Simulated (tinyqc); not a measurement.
Worked calculation: empirical pseudopotential in a few plane waves. One step of it, computed by the program tinyqc.

Task: Levels at G. Diagonalise the Hermitian matrix.

H(k) at G (eV):
```
           +0+0+0     -1-1-1     -1-1+1     -1+1-1     -1+1+1     +1-1-1     +1-1+1     +1+1-1
+0+0+0   0.000000   2.126170  -2.126170  -2.126170  -2.126170  -2.126170  -2.126170  -2.126170
-1-1-1   2.126170  10.713084   0.000000   0.000000  -0.380959   0.000000  -0.380959  -0.380959
-1-1+1  -2.126170   0.000000  10.713084   0.380959   0.000000   0.380959   0.000000   0.000000
-1+1-1  -2.126170   0.000000   0.380959  10.713084   0.000000   0.380959   0.000000   0.000000
-1+1+1  -2.126170  -0.380959   0.000000   0.000000  10.713084   0.000000   0.380959   0.380959
+1-1-1  -2.126170   0.000000   0.380959   0.380959   0.000000  10.713084   0.000000   0.000000
+1-1+1  -2.126170  -0.380959   0.000000   0.000000   0.380959   0.000000  10.713084   0.380959
+1+1-1  -2.126170  -0.380959   0.000000   0.000000   0.380959   0.000000   0.380959  10.713084
+1+1+1   2.126170   0.000000  -0.380959  -0.380959   0.000000  -0.380959   0.000000   0.000000
-2+0+0   0.000000  -2.126170  -2.126170  -2.126170   2.126170   0.596482  -0.596482  -0.596482
+0-2+0   0.000000  -2.126170  -2.126170   0.596482  -0.596482  -2.126170   2.126170  -0.596482
+0+0-2   0.000000  -2.126170   0.596482  -2.126170  -0.596482  -2.126170  -0.596482   2.126170
+0+0+2   0.000000  -0.596482   2.126170  -0.596482  -2.126170  -0.596482  -2.126170   0.596482
+0+2+0   0.000000  -0.596482  -0.596482   2.126170  -2.126170  -0.596482   0.596482  -2.126170
+2+0+0   0.000000  -0.596482  -0.596482  -0.596482   0.596482   2.126170  -2.126170  -2.126170

           +1+1+1     -2+0+0     +0-2+0     +0+0-2     +0+0+2     +0+2+0     +2+0+0
+0+0+0   2.126170   0.000000   0.000000   0.000000   0.000000   0.000000   0.000000
-1-1-1   0.000000  -2.126170  -2.126170  -2.126170  -0.596482  -0.596482  -0.596482
-1-1+1  -0.380959  -2.126170  -2.126170   0.596482   2.126170  -0.596482  -0.596482
-1+1-1  -0.380959  -2.126170   0.596482  -2.126170  -0.596482   2.126170  -0.596482
-1+1+1   0.000000   2.126170  -0.596482  -0.596482  -2.126170  -2.126170   0.596482
+1-1-1  -0.380959   0.596482  -2.126170  -2.126170  -0.596482  -0.596482   2.126170
+1-1+1   0.000000  -0.596482   2.126170  -0.596482  -2.126170   0.596482  -2.126170
+1+1-1   0.000000  -0.596482  -0.596482   2.126170   0.596482  -2.126170  -2.126170
+1+1+1  10.713084  -0.596482  -0.596482  -0.596482  -2.126170  -2.126170  -2.126170
-2+0+0  -0.596482  14.284112   0.380959   0.380959  -0.380959  -0.380959   0.000000
+0-2+0  -0.596482   0.380959  14.284112   0.380959  -0.380959   0.000000  -0.380959
+0+0-2  -0.596482   0.380959   0.380959  14.284112   0.000000  -0.380959  -0.380959
+0+0+2  -2.126170  -0.380959  -0.380959   0.000000  14.284112   0.380959   0.380959
+0+2+0  -2.126170  -0.380959   0.000000  -0.380959   0.380959  14.284112   0.380959
+2+0+0  -2.126170   0.000000  -0.380959  -0.380959   0.380959   0.380959  14.284112
```

Give: eigenvalues.

Result:

eigenvalues (eV): -2.5163  6.5154  6.5154  6.5154  8.1765  10.3321  10.3321  10.3321  13.5222  13.5222  14.3723  18.1009  18.1009  18.1009  19.4874
